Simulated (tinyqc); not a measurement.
## Radius, Mott density and mass from the binding energy

Problem. A donor has the isolated binding energy E0 = cc Ry, Ry = (m0 q^3/(8 eps0^2 h^2)) me/eps_r^2 in eV, radius a = q/(8 pi eps0 eps_r E0) and Mott density (0.26/a)^3. Find a, the Mott density and me.

Parameters, values chosen for the exercise: relative permittivity eps_r = 11.6; ratio of the true binding energy to the hydrogenic one cc = 1.6.

Constants: q = 1.602176634e-19 C, eps0 = 8.8541878128e-12 F/m, h = 6.62607015e-34 J s, m0 = 9.1093837015e-31 kg. Results are converted to the units shown.

E0 = 42.062785 meV

Solution. Each follows directly from E0.

a = 1.48 nm
Mott density = 5.47e18 cm^-3
me = 0.260 m0

tinyqc, about 0.02 s, one thread, Intel Xeon 2.30GHz (shared host): `OMP_NUM_THREADS=1 python tinyqc.py 2330119 2330120 out.jsonl`
